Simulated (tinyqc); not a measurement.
Sputter depth profiling of a dopant layer: erosion rate, quantification and the mixing-roughness response: one step, computed by the program tinyqc.

A rastered ion beam erodes silicon (49.94 atoms per nm^3). The measured profile is the true one convolved with a depth response.

Problem. Erosion and sensitivity. Scaling chosen for the exercise: yield Y = Y1 E^0.5, mixing length w = w1 E^0.5 (E in keV). Erosion rate = Y I/(e x raster^2 x density); depth step = rate x counting time; concentration = RSF x counts/matrix counts; detection limit = RSF x 3 sqrt(background x time)/(matrix rate x time).

Inputs (values chosen for the exercise, modelled on a dopant in silicon under an oxygen or caesium beam):
```
quantity                           value    unit
beam energy E                       0.46     keV
beam current                         260      nA
raster side                          200      um
sputter yield at 1 keV               1.2       -
mixing length at 1 keV               1.7      nm
roughness sigma                     0.54      nm
relative sensitivity factor RSF  7.7e+20  1/cm^3
matrix count rate                3.1e+06     1/s
background count rate                8.4     1/s
counting time per point                2       s
```

True profile: box.

Constants: e = 1.602176634e-19 C.

Give: yield Y; mixing length w; erosion rate; depth step; detection limit.

Solution.

yield Y = 0.81388

mixing length w = 1.1530 nm

erosion rate = 0.66117 nm/s

depth step = 1.3223 nm

detection limit = 1.5271e+15 1/cm^3

Caution: the depth step exceeds the roughness width, so the leading edge is undersampled.
